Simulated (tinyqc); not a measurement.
# Ferroelectric with a first-order transition, Landau-Devonshire energy: polarisation and permittivity against temperature

One domain with free energy u = al P^2 + be P^4 + ga P^6 - E P, al = a0 (T - T0), be < 0 < ga (P in uC/cm^2, E in kV/cm, u in mJ/cm^3). Equilibrium: E = 2 al P + 4 be P^3 + 6 ga P^5; a state is stable against small changes where dE/dP > 0. The coercive field is that of uniform switching, which real films, switching by domains, do not reach.

Ps^2 = [-be + sqrt(be^2 - 3 al ga)]/(3 ga); Pc^2 = [-3 be + sqrt(9 be^2 - 15 al ga)]/(15 ga), Ec = -E(Pc); susceptibility chi = 1/(eps0 dE/dP). TC = T0 + be^2/(4 a0 ga), where u(Ps) = u(0); T1 = T0 + be^2/(3 a0 ga), where the polar minimum disappears. For the non-polar state chi0 = 1/(2 eps0 al).

Values chosen for this exercise: slope of the quadratic coefficient a0 = 0.012 kV cm/(uC K); Curie-Weiss temperature T0 = 450 K; quartic coefficient be = -0.00037 kV cm^5/uC^3; sixth-order coefficient ga = 1.6e-7 kV cm^9/uC^5.

Constants: eps0 = 8.8541878128e-14 F/cm where lengths are in cm. Results are converted to the units shown.

Results:
```
T (K)  Ps (uC/cm^2)  u(Ps) (mJ/cm^3)  Ec (kV/cm)  chi at Ps      chi0
250          56.000          -6230.6      188.50     396.53  unstable
330          51.640          -3437.0      114.96     581.77  unstable
390          47.095          -1671.3      63.539     916.34  unstable
442          40.768          -447.05      22.560     1985.8  unstable
454.8        38.203          -206.65      13.176     2926.6     98040
461.9        36.270          -88.202      8.1293     4104.6     39550
466.6        34.556          -17.287      4.8599     5818.6     28350
471.4        31.845           46.777      1.5870      11922     21990
473.3        29.647           68.555     0.31180      30958     20200
```

Estimate the missing row, T = 425 K.

Computed row:
```
T (K)  Ps (uC/cm^2)  u(Ps) (mJ/cm^3)  Ec (kV/cm)  chi at Ps      chi0
425          43.301          -808.59      35.503     1420.6  unstable
```

With this row back in the table: Ps falls from 56.0 to 29.6 uC/cm^2 without reaching zero, Ec falls from 189 to 0.312 kV/cm and chi rises from 397 to 31000. u(Ps) turns positive at TC = 467.8 K: the 2 row(s) above it are metastable, up to T1 = 473.8 K. Between T0 = 450 K and TC the non-polar state is the metastable one.

tinyqc, about 0.01 s, one thread, Intel Xeon 2.30GHz (shared host): `OMP_NUM_THREADS=1 python tinyqc.py 2860011 2860012 out.jsonl`
